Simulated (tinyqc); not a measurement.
# Inputs raised by 2 %, one at a time

Model: Debye-Callaway model of lattice thermal conductivity. Computed by tinyqc, a small Python program. Command: `OMP_NUM_THREADS=1 python tinyqc.py 3012584 3012585 out.jsonl callaway sens`. One thread of a shared host (Intel(R) Xeon(R) Processor @ 2.30GHz), about 0.02 s of CPU time with the checks.

Three acoustic branches with one velocity v, cut at omega_D = k_B Theta/hbar; x = hbar omega/(k_B T). v and Theta are separate inputs: Theta cuts off the heat-carrying modes, so C need not reach 3 k_B/V. gamma is an effective value that sets the umklapp rate.

Inputs (values chosen for the exercise, for a model crystal):
```
quantity,value,unit
sound velocity v,7970,m/s
Debye temperature Theta,1050,K
volume per atom V,8.41,angstrom^3
mean atomic mass M,113,u
effective Grueneisen parameter gamma,1.26,-
umklapp exponent divisor b,3,-
alloy fraction f,0.013,-
mass difference Delta M,46.1,u
Casimir length L,1000,micrometre
normal-process factor f_N,4,-
temperature T,400,K
```

Sample: crystal. Point defects: alloy. Normal processes: included.

Constants: k_B = 1.380649e-23 J/K; hbar = 1.054571817e-34 J s; u = 1.6605390666e-27 kg.

Method:
- For a random alloy on all sites Gamma = f (1 - f) (Delta M/M)^2, with M the mean mass; strain-field scattering is left out. A = V Gamma/(4 pi v^3).
- Rates: point defects A omega^4; umklapp B omega^2 T exp(-Theta/(b T)) with B = hbar gamma^2/(M v^2 Theta); normal processes f_N B omega^2 T (T/Theta)^2. Boundaries: v/L.
- kappa_1 = c int tau_C g dx, g = x^4 e^x/(e^x - 1)^2, c = (k_B/(2 pi^2 v)) (k_B T/hbar)^3, over 0 < x < min(Theta/T, 40), by 96 Gauss-Legendre points in s with x = x_max s^2; 1/tau_C = 1/tau_R + 1/tau_N; kappa_2 = c [int (tau_C/tau_N) g dx]^2 / int (tau_C/(tau_N tau_R)) g dx; kappa = kappa_1 + kappa_2.
- Heat capacity C = 3 c int g dx / v^2; grey free path 3 kappa/(C v); the median free path v tau_C halves kappa_1 when the quadrature points are ordered by free path (each counted at half its weight, interpolated in the logarithm); likewise at 10 % and 90 %.

Runs:
```
input moved,from,to,kappa (W/(m K)),heat capacity C (J/(m^3 K)),grey free path (nm),median free path (nm)
base run,-,-,829.79,2.6028e+06,120.00,1078.1
sound velocity v (m/s),7970,8129.4,852.27,2.4526e+06,128.24,1129.1
Debye temperature Theta (K),1050,1071,855.27,2.7289e+06,117.97,1147.5
volume per atom V (angstrom^3),8.41,8.5782,823.17,2.6028e+06,119.05,1088.6
mean atomic mass M (u),113,115.26,852.87,2.6028e+06,123.34,1087.8
mass difference Delta M (u),46.1,47.022,816.60,2.6028e+06,118.10,1099.2
Casimir length L (micrometre),1000,1020,830.07,2.6028e+06,120.05,1079.3
temperature T (K),400,408,808.59,2.6333e+06,115.58,995.4
```

Exponents ln(y'/y) / ln(x'/x):
```
input,kappa,heat capacity C,grey free path,median free path
sound velocity v,1.350,-3.00,3.350,2.335
Debye temperature Theta,1.528,2.39,-0.862,3.151
volume per atom V,-0.404,0.00,-0.404,0.489
mean atomic mass M,1.386,0.00,1.386,0.454
mass difference Delta M,-0.809,0.00,-0.809,0.981
Casimir length L,0.017,0.00,0.017,0.059
temperature T,-1.307,0.59,-1.896,-4.028
```

To which inputs is each result most sensitive?

Among the inputs moved here: kappa answers most in size to Debye temperature Theta (exponent +1.528), next to mean atomic mass M (+1.386). Its exponent +0.017 in Casimir length L: the sample is bulk-like. Heat capacity C answers most in size to sound velocity v (exponent -3.000), next to Debye temperature Theta (+2.390); its exponent is below 0.0005 for volume per atom V, mean atomic mass M, mass difference Delta M, Casimir length L. grey free path answers most in size to sound velocity v (exponent +3.350), next to temperature T (-1.896). Median free path answers most in size to temperature T (exponent -4.028), next to Debye temperature Theta (+3.151).
